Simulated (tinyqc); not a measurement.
Epitaxial growth on a vicinal surface: Burton-Cabrera-Frank step flow, step-edge barrier and island nucleation: one step, computed by the program tinyqc.

Adatoms land at rate F, hop on a square grid (a simplification for hexagonal faces), desorb, or join steps. Lengths are in units of a and n is the adatom coverage. Steps ascend at x = 0 and descend at x = l.

Task: Step flow or islands. Island density on a flat surface without desorption: N = 0.25 (F/D)^(i/(i+2)) exp(E_i/((i+2) k_B T)) per site, with E_i = 0 for i = 1; spacing l_n = N^(-1/2). Step flow needs an effective width l_eff = 2 x(peak) below l_n. Temperatures in kelvin are T(C) + 273.15.

Inputs (values chosen for the exercise, close to those used for 4H-SiC(0001)):
```
quantity                                    value      unit
deposition rate F                            0.32  layers/s
temperature T                                1320         C
critical nucleus size i                         2         -
binding energy of the critical nucleus E_i   0.83        eV
```

D = 6072999 a^2/s

position of the peak = 23.43680 a

Constants: k_B = 8.617333262e-05 eV/K.

Give: island density N on a flat surface; island spacing l_n; ratio l_eff/l_n.

Result:

island density N on a flat surface = 2.601e-04 per site

island spacing l_n = 62.00 a

ratio l_eff/l_n = 0.7560

The growth lies near the transition between step flow and nucleation. Caution: the prefactor 0.25 and the criterion are estimates, good to a factor of about two in length.
